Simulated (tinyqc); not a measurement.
From total shift back to local temperature T: Raman shift of the zone-centre optical phonon of a diamond-structure crystal under stress. Computed by tinyqc, a small Python program. Command: `OMP_NUM_THREADS=1 python tinyqc.py 3004116 3004117 out.jsonl ramanstress inv`. One thread of a shared host (Intel(R) Xeon(R) Processor @ 2.30GHz), about 0.03 s of CPU time with the checks.

Axes x, y, z are the cube axes. Strain shifts the threefold optical mode and can split it; p, q and r are the phonon deformation potentials.

Inputs (values chosen for the exercise, modelled on diamond):

| quantity | value | unit |
|---|---|---|
| unstrained frequency omega_0 | 1331 | 1/cm |
| p/omega_0^2 | -2.76 | - |
| q/omega_0^2 | -1.84 | - |
| r/omega_0^2 | -1.85 | - |
| C11 | 1089 | GPa |
| C12 | 123.9 | GPa |
| C44 | 569.8 | GPa |
| stress sigma (tension positive) | 0.12 | GPa |
| polarisation angle phi | 30 | degree |
| temperature coefficient d omega/dT | -0.012 | 1/(cm K) |
| laser wavelength | 514.5 | nm |

Stress state: biaxial. Axis: [001].

Constants: h = 6.62607015e-34 J s; c = 299792458 m/s; k_B = 1.380649e-23 J/K.

Method:
- S11 = (C11 + C12)/D, S12 = -C12/D, D = (C11 - C12)(C11 + 2 C12), S44 = 1/C44.
- Equal biaxial stress in the plane normal to the axis (unit vector n): sigma_ij = sigma (delta_ij - n_i n_j).
- eps_xx = S11 sigma_xx + S12 (sigma_yy + sigma_zz), and cyclic; eps_xy = S44 sigma_xy/2 (tensor strain).
- Secular matrix: M_xx = p eps_xx + q (eps_yy + eps_zz), M_xy = 2 r eps_xy; its eigenvalues are omega^2 - omega_0^2, and the shifts are these over 2 omega_0.
- Backscattering from a (001) surface: incident polarisation (cos phi, sin phi, 0). With Raman tensors (R_z)_xy = (R_z)_yx = 1 and cyclic, only the z component u_z of a mode counts: I = u_z^2 sin^2(2 phi) for parallel and u_z^2 cos^2(2 phi) for crossed polarisers. An unresolved line sits at the intensity-weighted shift, which is M_zz/(2 omega_0).
- A temperature above 300 K shifts the line by (d omega/dT)(T - 300 K); divided by the shift per stress it poses as a stress; the total shift adds it to the shift of the observed line. The anti-Stokes to Stokes ratio is [(omega_L + omega_0)/(omega_L - omega_0)]^3 exp(-h c omega_0/(k_B T)) in photon counts, omega_L = 1/wavelength, resonance effects left out.

Problem. A run gave the result below. Find the local temperature T, known to lie between 350 and 710 K.

total shift = -2.47013 1/cm

Solution.

Each step takes the trial c = (a f_b - b f_a)/(f_b - f_a), f being the result less the target and a, b, c the logarithms of the listed values; c replaces end b, the old b replaces a if the sign of f changed, and otherwise f_a is halved.

Scan of the range:

| local temperature T (K) | total shift (1/cm) |
|---|---|
| 350 | -0.80573 |
| 394 | -1.33373 |
| 443 | -1.92173 |
| 498 | -2.58173 |
| 561 | -3.33773 |
| 631 | -4.17773 |
| 710 | -5.12573 |

False position (Illinois rule, in the logarithm of the input) inside the bracket:

| step | end a | end b | trial | total shift (1/cm) |
|---|---|---|---|---|
| 1 | 443.000 | 498.000 | 488.242 | -2.46463 |
| 2 | 498.000 | 488.242 | 488.696 | -2.47008 |
| 3 | 498.000 | 488.696 | 488.704 | -2.47018 |
| 4 | 488.696 | 488.704 | 488.700 | -2.47013 |

Total shift falls at every point of a 13-point scan of the range (every second point is shown), so one value fits; it is bracketed by 443 and 498. The scan shows a straight line, so linear interpolation between any two rows gives the answer at once. Answer: local temperature T = 488.7 K.
